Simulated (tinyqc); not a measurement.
Two-step dopant diffusion (predeposition and drive-in) with a constant diffusivity. From one set of inputs to another, one input at a time. Computed by tinyqc, a small Python program. Command: `OMP_NUM_THREADS=1 python tinyqc.py 3013434 3013435 out.jsonl dopdiff ladder`. One thread of a shared host (Intel(R) Xeon(R) Processor @ 2.30GHz), about 0.06 s of CPU time with the checks.

Fick diffusion into a half space x > 0 whose background doping C_B is of the opposite type, so that a junction lies where C = C_B.

The inputs printed are set A. Set A is modelled on gallium in silicon; the values taken over come from a set modelled on antimony in silicon. Inputs not listed in the table keep their values of set A, so the rows need not describe a real material.

Inputs (values chosen for the exercise, modelled on gallium in silicon):
```
quantity                        value    unit
prefactor D0                    0.389  cm^2/s
activation energy E              3.36      eV
surface concentration C_s     2.8e+18  1/cm^3
background doping C_B           1e+17  1/cm^3
predeposition temperature T1      975       C
predeposition time t1              60     min
drive-in temperature T2          1000       C
drive-in time t2                   20     min
ramp rate                           3   C/min
stand-by temperature              750       C
```

Furnace ramps of the drive-in: linear ramps.

Constants: k_B = 8.617333262e-05 eV/K.

Method:
- D = D0 exp(-E/(k_B T)).
- Temperatures in kelvin are T(C) + 273.15.
- Times in seconds are 60 times the minutes.
- One ramp between the stand-by temperature and T2 adds int D dT / rate (40-point Gauss-Legendre); the usual estimate counts it as an extra time k_B T2^2/(E rate) at T2. (Dt)2 = D2 t2 + two ramps, times in seconds.
- C = C_s erfc(x/(2 sqrt(D1 t1))); dose Q = 2 C_s sqrt(D1 t1/pi); the junction solves erfc(z) = C_B/C_s with x_j = 2 z sqrt(D1 t1).
- With a sealed surface and a thin source, C = Q/sqrt(pi (Dt)2) exp(-x^2/(4 (Dt)2)); x_j = 2 sqrt((Dt)2 ln(C(0)/C_B)); gradient at the junction |dC/dx| = C_B x_j/(2 (Dt)2).

Each row keeps all changes above it:
```
input moved                                                from          to  junction depth x_j (um)  dose Q (1/cm^2)  gradient at the junction (1/cm^4)
set A                                                         -           -                  0.24132       1.9464e+13                         2.2429e+22
background doping C_B (1/cm^3)                            1e+17     9.3e+15                  0.33067       1.9464e+13                         2.8582e+21
drive-in time t2 (min)                                       20          90                  0.50049       1.9464e+13                         1.7167e+21
predeposition temperature T1 (C)                            975         950                  0.48288       1.4145e+13                         1.6563e+21
predeposition time t1 (min)                                  60           5                  0.40719       4.0832e+12                         1.3967e+21
prefactor D0 (cm^2/s) and activation energy E (eV)  0.389, 3.36  5.36, 3.89                  0.13121       1.2266e+12                         4.2152e+21
surface concentration C_s (1/cm^3)                      2.8e+18     4.2e+18                  0.13987       1.8400e+12                         4.4935e+21
drive-in temperature T2 (C)                                1000        1150                  0.61555       1.8400e+12                         4.4920e+20
```

Junction depth x_j goes from 0.241 to 0.616, a factor 2.55 in all. The largest single move comes from drive-in temperature T2 (a factor 4.40), and prefactor D0 with activation energy E works against it (a factor 0.322). Dose Q goes from 1.95e13 to 1.84e12, a factor 0.0945 in all. The largest single move comes from predeposition time t1 (a factor 0.289), and surface concentration C_s works against it (a factor 1.50). Gradient at the junction goes from 2.24e22 to 4.49e20, a factor 0.0200 in all. The largest single move comes from drive-in temperature T2 (a factor 0.1000), and prefactor D0 with activation energy E works against it (a factor 3.02). The single moves hold for this order of the switches; the total does not depend on the order.

Caution (rows set A, background doping C_B, drive-in time t2, predeposition temperature T1): the drive-in budget is under fifteen times D1 t1, so the source is not thin and the Gaussian junction is too shallow.

Extremes, crossings and ranges named in words are read from the listed rows.
